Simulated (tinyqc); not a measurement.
# Changing the electron density n

Model: decay of LO phonons and the hot-phonon bottleneck in the cooling of electrons. Computed by tinyqc, a small Python program. Command: `OMP_NUM_THREADS=1 python tinyqc.py 3026015 3026016 out.jsonl hotphonon sweep`. One thread of a shared host (Intel(R) Xeon(R) Processor @ 2.30GHz), about 0.01 s of CPU time with the checks.

n(E, T) = 1/(exp(E/(k_B T)) - 1) is the Bose occupation. Electrons have a temperature T_e; the LO modes within their reach share one occupation N; the decay products stay at the lattice temperature.

Inputs (values chosen for the exercise, modelled on aluminium nitride):

| quantity | value | unit |
|---|---|---|
| LO energy hbar omega | 111 | meV |
| lifetime at T = 0, tau_0 | 1.7 | ps |
| weight b of the three-phonon channel | 0.15 | - |
| lattice temperature T | 400 | K |
| electron mass m* | 0.313 | m_0 |
| eps_inf | 4.66 | - |
| static dielectric constant eps_s | 8.61 | - |
| density of LO modes that the electrons reach, N_m | 6.8e+19 | 1/cm^3 |
| power supplied per electron P | 0.46 | nW |

Decay channel: two equal phonons plus a three-phonon channel.

Constants: k_B = 8.617333262e-05 eV/K; c = 299792458 m/s; e^2/(4 pi eps_0) = 14.39964548 eV angstrom; hbar^2/(2 m_0) = 3.80998212 eV angstrom^2; hbar = 6.582119569e-16 eV s; e = 1.602176634e-19 C.

Method:
- Decay rate 1/tau = (1/tau_0) [1 + 2 n_2 + b (1 + 3 n_3 + 3 n_3^2)]/(1 + b), n_2 = n(hbar omega/2), n_3 = n(hbar omega/3).
- Full width Gamma = 1/(2 pi c tau) in 1/cm, c in cm/s.
- Froehlich coupling alpha = (e^2/(4 pi eps_0)) (1/eps_inf - 1/eps_s) k_0/(2 hbar omega), k_0 = sqrt(m* hbar omega/(hbar^2/(2 m_0))); emission time tau_sp = hbar/(2 alpha hbar omega); bottleneck ratio r = (n/N_m) tau/tau_sp.
- Net emission per electron: [(N + 1) x - N]/tau_sp with x = exp(-hbar omega/(k_B T_e)), a simple two-level balance; steady state of the modes: n [(N + 1) x - N]/tau_sp = N_m (N - N_0)/tau; power per electron P = hbar omega [(N + 1) x - N]/tau_sp.
- With p = P tau_sp/(hbar omega): N = N_0 + r p and x = (p + N)/(N + 1); without hot phonons N = N_0. The mode temperature T_LO solves n(hbar omega, T_LO) = N.

One run for each value:

| electron density n (1/cm^3) | electron temperature T_e (K) | mode temperature T_LO (K) | T_e without hot phonons (K) | bottleneck ratio r |
|---|---|---|---|---|
| 1.00e+16 | 400.4 | 400.0 | 400.4 | 2.950e-02 |
| 3.00e+16 | 400.4 | 400.0 | 400.4 | 8.849e-02 |
| 1.00e+17 | 400.5 | 400.1 | 400.4 | 2.950e-01 |
| 3.00e+17 | 400.7 | 400.3 | 400.4 | 8.849e-01 |
| 1.00e+18 | 401.4 | 401.1 | 400.4 | 2.950e+00 |
| 3.00e+18 | 403.5 | 403.2 | 400.4 | 8.849e+00 |
| 1.00e+19 | 410.8 | 410.4 | 400.4 | 2.950e+01 |
| 3.00e+19 | 430.6 | 430.2 | 400.4 | 8.849e+01 |
| 1.00e+20 | 492.3 | 492.0 | 400.4 | 2.950e+02 |

Describe and explain the trends.

Over the rows, electron temperature T_e (K) rises from 400 to 492; mode temperature T_LO (K) rises from 400 to 492; T_e without hot phonons (K) does not change. The exponent of T_e without hot phonons stays at 0: without hot phonons each electron cools on its own. The exponent of bottleneck ratio r stays at 1: r is proportional to n. Hot phonons add under 5 % to T_e up to n = 1e19 per cm^3 among these rows (r = 29); at high n T_LO closes in on T_e.

Caution (all rows): alpha is above 1/2, so hbar/tau_sp exceeds hbar omega and the emission time, a weak-coupling result, is only rough. Caution (rows 3.00e19, 1.00e20): the electrons are degenerate; Pauli blocking and the Fermi energy, left out here, matter.
